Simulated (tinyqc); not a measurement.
Central-cell correction: shallow acceptor in the spherical four-band model.

The ground state 1S3/2 has an L = 0 part f(r) and an L = 2 part g(r). In units of Ry* and a*, with Gaussians f_i = exp(-a_i r^2), g_i = r^2 exp(-a_i r^2), A = a_i + a_j and I(n) = Gamma((n + 1)/2)/(2 A^((n + 1)/2)): S_ff = I(2), S_gg = I(6), H_ff = (6 a_i a_j/A) I(2) - 2 I(1), H_gg = (14 a_i a_j/A) I(6) - 2 I(5), H_fg = -mu [15 I(2) - 20 a_j I(4) + 4 a_j^2 I(6)]; each function is then normalised. The split-off band is left out.

Converged values use 22 exponents 2.2^i, i = -7 to 14, for f and for g.

Inputs chosen for the exercise (out of a larger set: near those of a shallow acceptor in Si, where the small spin-orbit splitting and strong warping make this model rough; not measured data): rc = 1.6 angstrom (radius of the central cell); Vs = (2, 0, -0.5, -1.5, -2.5, -3.5) eV (central-cell strengths).

mu = 0.46512
Ry* = 24.3468 meV
a* = 25.940 angstrom

A short-range term V exp(-r^2/rc^2) is added (negative: attracts the hole); its elements are V S (A/(A + 1/rc^2))^(3/2) for f and ^(7/2) for g, in the same units.

Results:
```
V (eV)  1S binding (meV)  2S binding (meV)  <r> (angstrom)  L = 2 weight
2.0                 29.2              8.12            33.5         0.093
0.0                 30.4              8.28            32.2         0.095
-0.5                30.8              8.32            31.8         0.095
-1.5                31.6              8.43            31.0         0.096
-2.5                32.8              8.57            29.9         0.097
-3.5                34.3              8.74            28.6         0.098
```

What does the comparison show, and why?

From V = 0 to -3.5 eV the 1S binding grows by 3.9 meV (13 %) and the 2S binding by 0.46 meV, so the chemical shift sits mainly in the ground state. A repulsion of 2 eV removes 1.2 meV. The slope is 1.49 meV per eV over the last step against 0.60 on the repulsive side, since attraction pulls the state into the cell; over this range the level stays shallow.

Run: tinyqc, `OMP_NUM_THREADS=1 python tinyqc.py 1280160 1280161 out.jsonl`; Intel(R) Xeon(R) Processor @ 2.30GHz, one thread, shared host; about 0.03 s of CPU time with all checks.
